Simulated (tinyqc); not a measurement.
Surface approximation against the full path: Rutherford backscattering from a thin compound film on silicon: kinematics, yields, composition and thickness. Computed by tinyqc, a small Python program. Command: `OMP_NUM_THREADS=1 python tinyqc.py 3012610 3012611 out.jsonl rbs walk`. One thread of a shared host (Intel(R) Xeon(R) Processor @ 2.30GHz), about 0.01 s of CPU time with the checks.

Singly charged helium ions (Z1 = 2, M1 = 4.0026 u) enter at the tilt angle a1 to the normal and leave at a2 = |180 - theta - tilt| in the same plane. The film is A B_x.

Inputs (values chosen for the exercise, modelled on a helium beam on TaN): beam energy E0 = 1.9 MeV; scattering angle theta = 150 degrees; tilt of the sample = 0 degrees; heavy element: mass M_A = 180.9 u; heavy element: stopping eps_A at 2 MeV = 115 1e-15 eV cm^2; light element: mass M_B = 14 u; light element: stopping eps_B at 2 MeV = 33 1e-15 eV cm^2; atoms of B per atom of A, x = 0.868; atomic density of the film = 90.8 1/nm^3; film thickness d = 59 nm; detector resolution (FWHM) = 12 keV.

Method:
- Kinematic factor K = [(sqrt(M^2 - M1^2 sin^2 theta) + M1 cos theta)/(M + M1)]^2.
- Surface edges lie at K E0; substrate silicon has M = 28.09 u. Mass resolution at M_A = resolution/(E0 dK/dM).
- Stopping per atom eps(E) = eps(2 MeV) (E/2 MeV)^(-0.4) (a law chosen for the exercise); Bragg rule eps_film = (eps_A + x eps_B)/(1 + x); areal density N d, with 1/nm^2 = 0.1 x 1e15/cm^2.
- Width of the signal of element i: [K_i eps(E0)/cos a1 + eps(K_i E0)/cos a2] N d; depth resolution = resolution x d/width of A; energy lost on the way in = eps(E0) N d/cos a1.
- Surface approximation as above. Full path: dE/ds = -eps(E) integrates to E^1.4 = E(start)^1.4 - 1.4 eps(2 MeV) 2000^0.4 s (keV), applied in (s = N d/cos a1), then K, then out (s = N d/cos a2); width = K E0 - exit energy. The last column is the error in thickness if the full width is read with the surface formula.

energy lost on the way in = 42.0493 keV

widths (keV): A 88.9012, B 89.3776

surface edges (keV): A 1749.38, B 632.85, Si 1112.06

kinematic factors: A 0.920729, B 0.333081, Si 0.585293

Widths (keV):
```
d (nm)  A, surface  A, full  B, full  error (%)
5             7.53     7.54     7.59     0.0864
10           15.07    15.09    15.22     0.1732
20           30.14    30.24    30.60     0.3481
50           75.34    76.01    77.70     0.8844
100         150.68   153.42   160.04     1.8184
150         226.02   232.37   248.60     2.8078
200         301.36   312.99   346.33     3.8599
```

What does the comparison show, and why?

The error grows roughly in proportion to thickness, from 0.09 % to 3.9 %, because the ion slows and the stopping rises along the path. The signals of A and B would overlap once the width of A exceeds the gap between the edges, 1117 keV. Ions from B leave the thickest film below about 0.6 MeV, where the power law overstates the stopping. Caution: the ions scattered from B leave near or below the stopping maximum (some 0.6 to 0.8 MeV), where the power law chosen here overstates the stopping and the width of B.

Extremes, crossings and ranges named in words are read from the listed rows.
